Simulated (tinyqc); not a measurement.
Inside a calculation. Model: capacitance measurement on a leaky thin oxide: effects of series resistance and leakage.

Computed by the program tinyqc: `OMP_NUM_THREADS=1 python tinyqc.py 2022123 2022124 out.jsonl`, one thread of a shared Intel Xeon 2.30GHz, about 0.01 s for the whole run. Printed values are rounded.

The device is a capacitance C in parallel with a leakage conductance G, in series with Rs and Ls. An impedance meter reports either a parallel pair (Cp, Gp) from Y = 1/Z = Gp + i w Cp or a series pair (Cs, Rm) from Z = Rm + 1/(i w Cs); w = 2 pi f, dissipation D = Gp/(w |Cp|).

Parameters, values chosen for the exercise; values of the order met in thin-oxide MOS capacitors: relative permittivity of the gate insulator (close to hafnium oxide) eox = 22.4; insulator thickness tox = 4.8 nm; gate area A = 2500 um^2; oxide-equivalent thickness added by the accumulation layer zc = 0.54 nm; oxide-equivalent thickness added by gate depletion zp = 0 nm; gate leakage current density, not matched to the thickness Jg = 0.016 A/cm^2; voltage for an e-fold rise of the leakage Vs = 0.16 V; series resistance Rs = 53 ohm; series inductance Ls = 0 nH; measuring frequency f = 50000 Hz.

Constants: eps0 = 8.8541878128e-14 F/cm where lengths are in cm. Results are converted to the units shown.

## True capacitance and conductance

EOT = 3.9 tox/eox; CET = EOT + zc + zp; C = 3.9 eps0 A/CET; G = Jg A/Vs.

EOT = 0.835714 nm
CET = 1.37571 nm
C = 62.7516 pF
G = 2.5 uS

## What the meter reports

Z = Rs + i w Ls + 1/(G + i w C).

Z = (0.63838-4.99225i) x 1e4 ohm
Cp = 62.7349 pF
Gp = 2.52026 uS
Cs = 63.7608 pF
D = 0.127875

Cp is 0.027 % below C and Cs is 1.6 % above it; G Rs = 1.32e-4, w C Rs = 0.00104 and G/(w C) = 0.127.
